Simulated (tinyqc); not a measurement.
Gas flow in a process chamber: flow regimes, conductance, effective pumping speed, pump-down, outgassing and purge: one step, computed by the program tinyqc. Command: `OMP_NUM_THREADS=1 python tinyqc.py 3120502 3120503 out.jsonl pump walk`. One thread of a shared host (Intel(R) Xeon(R) Processor @ 2.30GHz), about 0.1 s of CPU time with the checks.

Ideal gas, isothermal flow, a pump of constant speed at the end of a round pipe; process gas, volume gas and outgassing are given the same properties. 1 sccm = 101325 Pa x 1e-6 m^3/60 s x T/273.15 K.

Question. Purging a well-mixed chamber. With steady flow a contaminant decays as exp(-t/residence time); gas used = flow x time.

Inputs (values chosen for the exercise, modelled on water vapour near room temperature): temperature T = 293 K; process gas flow = 17 sccm.

residence time = 2.471606 s

Give: time to dilute 1e3 times; time to dilute 1e6 times; gas used for 1e6.

Answer.

time to dilute 1e3 times = 17.07 s

time to dilute 1e6 times = 34.15 s

gas used for 1e6 = 9.675 standard cm^3
